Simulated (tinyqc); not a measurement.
Both approximations at x = 1/2: order-disorder in a binary alloy on two sublattices: Bragg-Williams and pair (quasi-chemical) approximations. Computed by tinyqc, a small Python program. Command: `OMP_NUM_THREADS=1 python tinyqc.py 3001319 3001320 out.jsonl order walk`. One thread of a shared host (Intel(R) Xeon(R) Processor @ 2.30GHz), about 0.01 s of CPU time with the checks.

All z = 8 neighbours of a site lie on the other sublattice. B fills the sublattices with x + eta/2 and x - eta/2; energies are per site, from the pure components: u = -z w y with y the probability of an A-B bond taken in one order.

Inputs (values chosen for the exercise, for a model alloy): ordering energy w = (e_AA + e_BB)/2 - e_AB = 24.7 meV; fraction x of B = 0.5.

Lattice: bcc (B2 order, z = 8).

Constants: k_B = 8.617333262e-05 eV/K.

Method. Bragg-Williams: k_B T_c = 2 z w x (1 - x). Pair approximation at x = 1/2: k_B T_c = w/ln(z/(z - 2)). At x = 1/2 the alloy is an Ising model with K = w/(2 k_B T). Bragg-Williams: eta = tanh(z K eta), neighbour correlation -eta^2. Pair: h = (z - 1) artanh(tanh K tanh h), eta = tanh(z h/(z - 1)), correlation -(tanh K + tanh^2 h)/(1 + tanh K tanh^2 h). T is given in units of the Bragg-Williams T_c at x = 1/2, z w/(2 k_B).

T_c, pair approximation at x = 1/2 = 996.348 K

Order and neighbour correlation:
```
T/T_c,T (K),"eta, Bragg-Williams","correlation, Bragg-Williams","eta, pair","correlation, pair"
0.30,344.0,0.99741,-0.99483,0.99734,-0.99472
0.45,515.9,0.97398,-0.94863,0.97096,-0.94434
0.55,630.6,0.93553,-0.87521,0.92253,-0.85847
0.65,745.2,0.87207,-0.76050,0.83171,-0.71522
0.75,859.9,0.77552,-0.60143,0.66642,-0.50270
0.85,974.5,0.62950,-0.39627,0.28927,-0.20895
0.95,1089.2,0.37949,-0.14401,0.00000,-0.13082
1.10,1261.2,0.00000,0.00000,0.00000,-0.11315
1.50,1719.8,0.00000,0.00000,0.00000,-0.08314
```

The pair approximation loses long-range order between T/T_c = 0.85 and 0.95, at 996 K, and keeps a correlation of -0.083 in the last row. At its own T_c the correlation is -1/(z - 1) = -0.143, so the fewer the neighbours, the more of the ordering energy is released above T_c.
